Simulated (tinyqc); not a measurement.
RHF in the sto-6g basis, for BeH2, spin multiplicity 1, step by step. One step of it, computed by the program tinyqc.

Question. Iteration 1: building the Fock matrix. J_ij = sum D_kl (ij|kl), K_ij = sum D_kl (ik|jl); F = H + J - 0.5 K; E = tr D H + tr D J / 2 - 0.25 tr D K + E_nn.

D at the start, order 1Be 1s, 1Be 2s, 1Be 2px, 1Be 2py, 1Be 2pz, 2H 1s, 3H 1s:
```
[[2.139528, -0.543256, 0.000000, 0.000000, -0.044311, 0.007968, 0.007968],
 [-0.543256, 2.080181, 0.000000, 0.000000, 0.191599, 0.027541, 0.027541],
 [0.000000, 0.000000, 0.000000, 0.000000, 0.000000, 0.000000, 0.000000],
 [0.000000, 0.000000, 0.000000, 2.153530, 0.000000, -0.096799, 0.096799],
 [-0.044311, 0.191599, 0.000000, 0.000000, 0.017664, 0.002580, 0.002580],
 [0.007968, 0.027541, 0.000000, -0.096799, 0.002580, 0.004831, -0.003871],
 [0.007968, 0.027541, 0.000000, 0.096799, 0.002580, -0.003871, 0.004831]]
```

core Hamiltonian H = T + V (hartree), order 1Be 1s, 1Be 2s, 1Be 2px, 1Be 2py, 1Be 2pz, 2H 1s, 3H 1s:
```
[[-8.579959, -2.019616, 0.000000, 0.000000, -0.001799, -0.276225, -0.276225],
 [-2.019616, -2.697992, 0.000000, 0.000000, -0.016466, -0.850219, -0.850219],
 [0.000000, 0.000000, -2.202534, 0.000000, 0.000000, 0.000000, 0.000000],
 [0.000000, 0.000000, 0.000000, -2.364307, 0.000000, -0.969170, 0.969170],
 [-0.001799, -0.016466, 0.000000, 0.000000, -2.203417, -0.072795, -0.072795],
 [-0.276225, -0.850219, 0.000000, -0.969170, -0.072795, -1.895305, -0.038386],
 [-0.276225, -0.850219, 0.000000, 0.969170, -0.072795, -0.038386, -1.895305]]
```

Two-electron integrals (ij|kl) in chemists' order, unique and non-zero (hartree):
```
(11|11) 2.299996    (21|11) 0.361879    (21|21) 0.071926    (22|11) 0.570332
(22|21) 0.139654    (22|22) 0.417773    (31|31) 0.015252    (32|31) 0.022555
(32|32) 0.092340    (33|11) 0.570332    (33|21) 0.139654    (33|22) 0.417773
(33|33) 0.450117    (41|41) 0.015252    (42|41) 0.022555    (42|42) 0.092340
(43|43) 0.024258    (44|11) 0.570332    (44|21) 0.139654    (44|22) 0.417773
(44|33) 0.401601    (44|44) 0.450117    (51|51) 0.015252    (52|51) 0.022555
(52|52) 0.092340    (53|53) 0.024258    (54|54) 0.024258    (55|11) 0.570332
(55|21) 0.139654    (55|22) 0.417773    (55|33) 0.401601    (55|44) 0.401601
(55|55) 0.450117    (61|11) 0.049951    (61|21) 0.009663    (61|22) 0.018769
(61|33) 0.018614    (61|41) 0.000959    (61|42) 0.001887    (61|44) 0.019077
(61|51) 0.000071    (61|52) 0.000139    (61|54) 0.000034    (61|55) 0.018616
(61|61) 0.001374    (62|11) 0.144890    (62|21) 0.036189    (62|22) 0.120978
(62|33) 0.116149    (62|41) 0.004963    (62|42) 0.031340    (62|44) 0.130556
(62|51) 0.000367    (62|52) 0.002315    (62|54) 0.001064    (62|55) 0.116228
(62|61) 0.005418    (62|62) 0.056395    (63|31) 0.003144    (63|32) 0.015102
(63|43) 0.005151    (63|53) 0.000380    (63|63) 0.004571    (64|11) 0.164208
(64|21) 0.041463    (64|22) 0.144422    (64|33) 0.136005    (64|41) 0.007929
(64|42) 0.048564    (64|44) 0.161174    (64|51) 0.000353    (64|52) 0.002472
(64|54) 0.001479    (64|55) 0.136086    (64|61) 0.006464    (64|62) 0.076048
(64|64) 0.105001    (65|11) 0.012131    (65|21) 0.003063    (65|22) 0.010669
(65|33) 0.010047    (65|41) 0.000353    (65|42) 0.002472    (65|44) 0.011146
(65|51) 0.003170    (65|52) 0.015284    (65|54) 0.005232    (65|55) 0.010814
(65|61) 0.000477    (65|62) 0.005618    (65|64) 0.007419    (65|65) 0.005120
(66|11) 0.316210    (66|21) 0.080424    (66|22) 0.301275    (66|33) 0.280409
(66|41) 0.011820    (66|42) 0.099110    (66|44) 0.342668    (66|51) 0.000873
(66|52) 0.007322    (66|54) 0.004599    (66|55) 0.280749    (66|61) 0.012325
(66|62) 0.185654    (66|64) 0.264028    (66|65) 0.019505    (66|66) 0.774999
(71|11) 0.049951    (71|21) 0.009663    (71|22) 0.018769    (71|33) 0.018614
(71|41) -0.000959   (71|42) -0.001887   (71|44) 0.019077    (71|51) 0.000071
(71|52) 0.000139    (71|54) -0.000034   (71|55) 0.018616    (71|61) 0.001242
(71|62) 0.004473    (71|64) 0.004965    (71|65) 0.000398    (71|66) 0.009892
(71|71) 0.001374    (72|11) 0.144890    (72|21) 0.036189    (72|22) 0.120978
(72|33) 0.116149    (72|41) -0.004963   (72|42) -0.031340   (72|44) 0.130556
(72|51) 0.000367    (72|52) 0.002315    (72|54) -0.001064   (72|55) 0.116228
(72|61) 0.004473    (72|62) 0.027013    (72|64) 0.029950    (72|65) 0.002655
(72|66) 0.064768    (72|71) 0.005418    (72|72) 0.056395    (73|31) 0.003144
(73|32) 0.015102    (73|43) -0.005151   (73|53) 0.000380    (73|63) 0.001627
(73|73) 0.004571    (74|11) -0.164208   (74|21) -0.041463   (74|22) -0.144422
(74|33) -0.136005   (74|41) 0.007929    (74|42) 0.048564    (74|44) -0.161174
(74|51) -0.000353   (74|52) -0.002472   (74|54) 0.001479    (74|55) -0.136086
(74|61) -0.004965   (74|62) -0.029950   (74|64) -0.032461   (74|65) -0.002907
(74|66) -0.071686   (74|71) -0.006464   (74|72) -0.076048   (74|74) 0.105001
(75|11) 0.012131    (75|21) 0.003063    (75|22) 0.010669    (75|33) 0.010047
(75|41) -0.000353   (75|42) -0.002472   (75|44) 0.011146    (75|51) 0.003170
(75|52) 0.015284    (75|54) -0.005232   (75|55) 0.010814    (75|61) 0.000398
(75|62) 0.002655    (75|64) 0.002907    (75|65) 0.001884    (75|66) 0.006467
(75|71) 0.000477    (75|72) 0.005618    (75|74) -0.007419   (75|75) 0.005120
(76|11) 0.006364    (76|21) 0.001551    (76|22) 0.004758    (76|33) 0.004659
(76|44) 0.004948    (76|51) 0.000031    (76|52) 0.000160    (76|55) 0.004668
(76|61) 0.000210    (76|62) 0.001489    (76|64) 0.001831    (76|65) 0.000161
(76|66) 0.004030    (76|71) 0.000210    (76|72) 0.001489    (76|74) -0.001831
(76|75) 0.000161    (76|76) 0.000056    (77|11) 0.316210    (77|21) 0.080424
(77|22) 0.301275    (77|33) 0.280409    (77|41) -0.011820   (77|42) -0.099110
(77|44) 0.342668    (77|51) 0.000873    (77|52) 0.007322    (77|54) -0.004599
(77|55) 0.280749    (77|61) 0.009892    (77|62) 0.064768    (77|64) 0.071686
(77|65) 0.006467    (77|66) 0.158909    (77|71) 0.012325    (77|72) 0.185654
(77|74) -0.264028   (77|75) 0.019505    (77|76) 0.004030    (77|77) 0.774999
```

nuclear repulsion = 2.69459564 hartree

Give: Coulomb J; exchange K; Fock matrix F; total energy of this density.

Answer.

Coulomb J (hartree), order 1Be 1s, 1Be 2s, 1Be 2px, 1Be 2py, 1Be 2pz, 2H 1s, 3H 1s:
```
[[6.910, 1.279, 0.000, 0.000, 0.007, 0.175, 0.175],
 [1.279, 2.806, 0.000, 0.000, 0.033, 0.792, 0.792],
 [0.000, 0.000, 2.773, 0.000, 0.000, 0.000, 0.000],
 [0.000, 0.000, 0.000, 2.870, 0.000, 0.938, -0.938],
 [0.007, 0.033, 0.000, 0.000, 2.774, 0.073, 0.073],
 [0.175, 0.792, 0.000, 0.938, 0.073, 1.915, 0.032],
 [0.175, 0.792, 0.000, -0.938, 0.073, 0.032, 1.915]]
```

exchange K (hartree), order 1Be 1s, 1Be 2s, 1Be 2px, 1Be 2py, 1Be 2pz, 2H 1s, 3H 1s:
```
[[4.713, 0.769, 0.000, 0.000, 0.006, 0.119, 0.119],
 [0.769, 1.074, 0.000, 0.000, 0.091, 0.348, 0.348],
 [0.000, 0.000, 0.253, 0.000, 0.000, 0.000, 0.000],
 [0.000, 0.000, 0.000, 1.114, 0.000, 0.371, -0.371],
 [0.006, 0.091, 0.000, 0.000, 0.260, 0.033, 0.033],
 [0.119, 0.348, 0.000, 0.371, 0.033, 0.306, 0.002],
 [0.119, 0.348, 0.000, -0.371, 0.033, 0.002, 0.306]]
```

Fock matrix F (hartree), order 1Be 1s, 1Be 2s, 1Be 2px, 1Be 2py, 1Be 2pz, 2H 1s, 3H 1s:
```
[[-4.027, -1.125, 0.000, 0.000, 0.003, -0.161, -0.161],
 [-1.125, -0.430, 0.000, 0.000, -0.029, -0.232, -0.232],
 [0.000, 0.000, 0.444, 0.000, 0.000, 0.000, 0.000],
 [0.000, 0.000, 0.000, -0.052, 0.000, -0.217, 0.217],
 [0.003, -0.029, 0.000, 0.000, 0.440, -0.016, -0.016],
 [-0.161, -0.232, 0.000, -0.217, -0.016, -0.133, -0.007],
 [-0.161, -0.232, 0.000, 0.217, -0.016, -0.007, -0.133]]
```

total energy of this density = -14.80899 hartree
